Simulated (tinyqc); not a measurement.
Rectangular fin or nanosheet with a gate all round, subbands and threshold shift from confinement: two steps of the calculation.

Undoped body with a flat potential across it, hard walls, transport along x. Three valley pairs (g = 2 each) with the longitudinal mass along x, y or z. Non-parabolicity enters the subband edges through E (1 + al E) = gamma, so E = 2 gamma/(1 + sqrt(1 + 4 al gamma)); motion within a subband is taken as parabolic with the band-edge mass. Energies are counted from the bulk band edge.

Values chosen for this exercise; masses close to those of silicon: temperature T = 300 K; longitudinal mass ml = 0.93 m0; transverse mass mt = 0.188 m0; non-parabolicity al = 0 1/eV; width (along y) t = 7.1 nm; widening of the box by penetration into the insulator dl = 0 nm; height (along z) H = 7.1 nm.

Constants: q = 1.602176634e-19 C, kB = 1.380649e-23 J/K, hbar = 1.054571817e-34 J s, m0 = 9.1093837015e-31 kg, Vt = kB T/q, hbar^2/(2 m0) = 0.0380998212 eV nm^2. Results are converted to the units shown.

Question 1. Lowest subbands. gamma = C pi^2 [a^2/(my (t + dl)^2) + b^2/(mz (H + dl)^2)], C = hbar^2/(2 m0). List the 5 lowest, labelled by valley axis and quantum numbers, with degeneracy g and N_k: N_k = g sqrt(2 mx m0 kB T/(pi hbar^2)).

Find: E_k; g; N_k.

Answer 1.

```
subband,E_k (eV),g,N_k (cm^-1)
"y1,1",0.047699,2,4.0301e6
"z1,1",0.047699,2,4.0301e6
"y2,1",0.071761,2,4.0301e6
"z1,2",0.071761,2,4.0301e6
"x1,1",0.079356,2,8.9636e6
```

Question 2. Threshold shift. Each subband has N_k = g sqrt(2 mx m0 kB T/(pi hbar^2)); without degeneracy n = exp(EF/Vt) sum N_k exp(-E_k/Vt). Classical value Nc times t H, Nc = sum over valleys of 2 g (m m0 kB T/(2 pi hbar^2))^1.5 with m = (mx my mz)^(1/3). Threshold shift dVT = Vt ln(classical value/sum N_k exp(-E_k/Vt)). Use the subbands listed.

```
subband,E_k (eV),N_k (cm^-1)
"y1,1",0.047698749,4.0301349e6
"z1,1",0.047698749,4.0301349e6
"y2,1",0.071761446,4.0301349e6
"z1,2",0.071761446,4.0301349e6
"x1,1",0.079355701,8.9635932e6
```

Find: shares; sum N_k exp(-E_k/Vt); Nc; classical value; dVT.

Answer 2.

shares, subband y1,1 to x1,1 (%): [29.05, 29.05, 11.45, 11.45, 18.99]
sum N_k exp(-E_k/Vt) = 2.192e6 cm^-1
Nc = 2.730e19 cm^-3
classical value = 1.376e7 cm^-1
dVT = 47.49 mV

tinyqc, about 0.2 s, one thread, Intel Xeon 2.30GHz (shared host): `OMP_NUM_THREADS=1 python tinyqc.py 2350094 2350095 out.jsonl`
